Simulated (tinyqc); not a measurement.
Fermi-level pinning at a metal contact (Cowley-Sze model): one step of the calculation.

Interface states of density Ds lie behind a thin layer of thickness dl. Neglecting the depletion charge, the barrier for electrons is phi = S (pM - chi) + (1 - S) E0 with S = 1/(1 + q Ds dl/(eps0 ei)); the barrier for holes is Eg - phi.

Question. Barrier. Also the charge in the states, Ds (phi - E0), and the drop across the layer, pM - chi - phi.

Values chosen for this exercise; material values close to those of gallium nitride:

| symbol | value | unit | meaning |
|---|---|---|---|
| Eg | 3.47 | eV | band gap |
| chi | 4.05 | eV | electron affinity |
| Ds | 2e14 | cm^-2 eV^-1 | density of interface states |
| E0 | 2.23 | eV | depth of their neutrality level below the conduction edge |
| dl | 0.6 | nm | thickness of the interface layer |
| ei | 3.5 |  | its relative permittivity |
| pM | 5.11 | eV | metal work function |

Constants: q = 1.602176634e-19 C, eps0 = 8.8541878128e-14 F/cm where lengths are in cm. Results are converted to the units shown.

Find: S; phi; barrier for holes; charge in the states; drop across the layer.

Answer.

S = 0.13881
phi = 2.0676 eV
barrier for holes = 1.4024 eV
charge in the states = -3.2482e13 cm^-2
drop across the layer = -1.0076 V

Program tinyqc, `OMP_NUM_THREADS=1 python tinyqc.py 2430090 2430091 out.jsonl`; Intel Xeon 2.30GHz, shared host, one thread, about 0.01 s.
